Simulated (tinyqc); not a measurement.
Binding against position: donor or exciton in a quantum well (variational effective-mass method). Computed by tinyqc, a small Python program. Command: `OMP_NUM_THREADS=1 python tinyqc.py 3000616 3000617 out.jsonl welldonor walk`. One thread of a shared host (Intel(R) Xeon(R) Processor @ 2.30GHz), about 0.1 s of CPU time with the checks.

H = -nabla^2 - 2/|r - r_i| + V(z) in effective units; trial function psi = f(z) exp(-|r - r_i|/lambda), f the ground state of the well. Mass and screening are the same in well and barrier; l = L/a* is the width in effective units. Bands are flat: no polarisation or applied field.

Inputs (values chosen for the exercise, modelled on CdTe):

| quantity | value | unit |
|---|---|---|
| electron mass m | 0.0972 | m_0 |
| dielectric constant eps | 10.6 | - |
| well width L | 18 | nm |
| barrier height V_0 | 0.43 | eV |

Centre: donor. Barriers: finite.

Constants: Ry = 13.605693123 eV; a_0 = 0.529177210903 angstrom.

Method:
- Ry* = Ry m/eps^2, a* = a_0 eps/m; l = L/a*.
- k solves k tan(k l/2) = sqrt(v - k^2), v = V_0/Ry*, 0 < k l/2 < pi/2 (bisection); f = cos(k z) inside and cos(k l/2) exp(-kappa (|z| - l/2)) outside, kappa = sqrt(v - k^2); subband energy k^2 Ry*.
- Binding E_b(lambda) = -1/lambda^2 + 4 A/(lambda B), with A = int f^2 exp(-2 s/lambda) dz, B = int f^2 exp(-2 s/lambda)(1 + 2 s/lambda) dz and s = |z - z_i|; 40 Gauss-Legendre points on each piece between the walls at z = -l/2 and l/2 and z_i, and out to 12/(kappa + 1/lambda) beyond the walls.
- Each row maximises over lambda (golden section, 0.3 to 4).

l = 3.11912

Ry* = 11.7700 meV

Against position:

| z_i/L | lambda (a*) | binding (Ry*) | binding (meV) |
|---|---|---|---|
| 0.0 | 1.0327 | 1.4489 | 17.053 |
| 0.1 | 1.0360 | 1.4101 | 16.597 |
| 0.2 | 1.0563 | 1.2910 | 15.195 |
| 0.3 | 1.1394 | 1.0917 | 12.850 |
| 0.4 | 1.3949 | 0.8541 | 10.053 |
| 0.5 | 1.8152 | 0.6691 | 7.875 |

What follows from these numbers?

From the centre to the wall the binding falls from 17.053 to 7.875 meV, 46 % of the centre value, since the walls keep the electron away from an off-centre ion; uniform doping thus gives a band of levels 9.178 meV wide, with a peak in its density at the centre value, where the slope vanishes.

Extremes, crossings and ranges named in words are read from the listed rows.
